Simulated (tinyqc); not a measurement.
Tunnelling through a thin dielectric with one trap, as a tight-binding chain: sweeps and comparisons. A value that a table varies takes the place of the one given here.

Hopping -t everywhere, t = c/(m a^2), c = hbar^2/2m0; lead sites at 2t (band bottom 0), barrier sites 1 to N at 2t + phi, and site j has U besides. No voltage. Leads give S = -t exp(ika) on sites 1 and N, cos(ka) = 1 - E/(2t). T = (2 t sin(ka))^2 |G_1N|^2, G = (E - H - S)^-1. In the barrier cosh(q a) = 1 + (phi - E)/(2t).

Resonance: the lowest eigenvalue of H + S(E), iterated until its real part equals E (40 rounds from Eb = phi + 2t - sqrt(4t^2 + U^2), the level in an endless barrier). With v the normalised squared amplitudes of that state, Gamma_L = 2 t sin(ka) v_1, Gamma_R = 2 t sin(ka) v_N; Breit-Wigner T = Gamma_L Gamma_R/((E - Er)^2 + (Gamma_L + Gamma_R)^2/4).

Constants: hbar^2/2m0 = 3.80998211 eV angstrom^2.

Parameters, chosen for this exercise (barrier and mass of the size used for Si3N4 on silicon; shifted at random, so the results belong to these values and not to a real crystal):
- a = 2.5 angstrom (site spacing)
- m = 0.45 m0 (mass, the same in leads and barrier)
- phi = 2.21 eV (conduction edge of the barrier above that of the leads)
- N = 7 (barrier sites)
- j = 3 (site of the trap)
- U = -3.5 eV (extra energy on the trap site)
- E = 0.47 eV (electron energy)

## Transmission around the level

Er = 0.48758 eV

widths (meV): left 23.160, right 0.31540

Energies Er + x (Gamma_L + Gamma_R).

T:
```
x     E (eV)     chain  Breit-Wigner   no trap
-8.0  0.2998  8.63e-05      0.000206  3.37e-07
-3.0  0.4171   0.00108       0.00143  6.63e-07
-1.0  0.4641   0.00981        0.0106  8.50e-07
-0.5  0.4758    0.0257        0.0265  9.03e-07
0.0   0.4876    0.0530        0.0530  9.59e-07
0.5   0.4993    0.0280        0.0265  1.02e-06
1.0   0.5111    0.0119        0.0106  1.08e-06
3.0   0.5580   0.00196       0.00143  1.37e-06
8.0   0.6754  0.000450      0.000206  2.41e-06
```

At Er the chain gives 0.0530, 5.53e+04 times the value without trap, and Breit-Wigner 0.0530. In the wings the single pole gives 2.39 times the chain value at x = -8 and 0.458 times at x = 8, because the widths and the level shift change with energy.

## Where a trap does most harm

The trap is moved through the barrier. The area under the resonance, 2 pi Gamma_L Gamma_R/(Gamma_L + Gamma_R), sets the current through it.

Against position:
```
j  Er (eV)  Gamma_L (meV)  Gamma_R (meV)    peak  area (meV)
3   0.4876           23.2          0.315  0.0530        1.96
4   0.4920           2.74           2.74    1.00        8.60
5   0.4876          0.315           23.2  0.0530        1.96
```

The area is largest at j = 4 (8.60 meV) and 4.4 times smaller at j = 3: the slower of the two steps limits the current, so traps in the middle carry most. Each site towards a lead multiplies its width by about 8.46, close to exp(2 q a) = 8.56 at Eb.

## Direct against trap-assisted paths

N odd, the trap in the middle, j = (N + 1)/2. Direct T is that without trap at the energy Er; area = 2 pi Gamma_L Gamma_R/(Gamma_L + Gamma_R). The exponents are the slopes of the logarithms between the last two rows, per angstrom.

Against thickness:
```
N   N a (angstrom)  Er (eV)  direct T  area (meV)
5             12.5   0.4817  6.91e-05        71.8
7             17.5   0.4920  9.81e-07        8.60
9             22.5   0.4931  1.35e-08        1.01
11            27.5   0.4932  1.84e-10       0.118
13            32.5   0.4932  2.51e-12      0.0138
15            37.5   0.4932  3.43e-14     0.00161
17            42.5   0.4932  4.68e-16    0.000188
```

exponents (1/angstrom): direct 0.8588, through the trap 0.4294

The direct path falls as exp(-0.859 d) and the path through a central trap as exp(-0.429 d), 2.00 times more slowly, since each step crosses half the layer. From 5 to 17 sites the first loses 11.2 decades and the second 5.6: in thicker layers even few traps rule the leakage. Inelastic capture with phonons is left out.

## What each parameter does

Resonance and log10 T at E. Each row changes one parameter from the base and keeps the others.

Results:
```
case           Er (eV)  Gamma_L (meV)  Gamma_R (meV)  log10 T
base            0.4876          23.16         0.3154   -1.810
m = 0.414 m0    0.5746          32.15         0.5674   -2.960
phi = 2.31 eV   0.5887          24.17         0.3293   -3.454
N = 8           0.4876          23.17        0.03675   -2.747
j = 4           0.4920          2.737          2.737   -1.854
U = -3.395 eV   0.5709          26.10         0.3914   -3.178
```

The largest shifts from the base row, up to three for each result and ties (the steps differ in size, so this ranks the rows, not the parameters). Er (eV): phi +0.1011, m +0.0870, U +0.0833; unchanged at the printed digits by N. Gamma_L (meV): j -20.4, m +8.99, U +2.94. Gamma_R (meV): j +2.42, N -0.279, m +0.252. log10 T: phi -1.644, U -1.368, m -1.150.

tinyqc: `OMP_NUM_THREADS=1 python tinyqc.py 1450553 1450554 out.jsonl`; about 0.04 s, one thread, shared Intel(R) Xeon(R) Processor @ 2.30GHz.
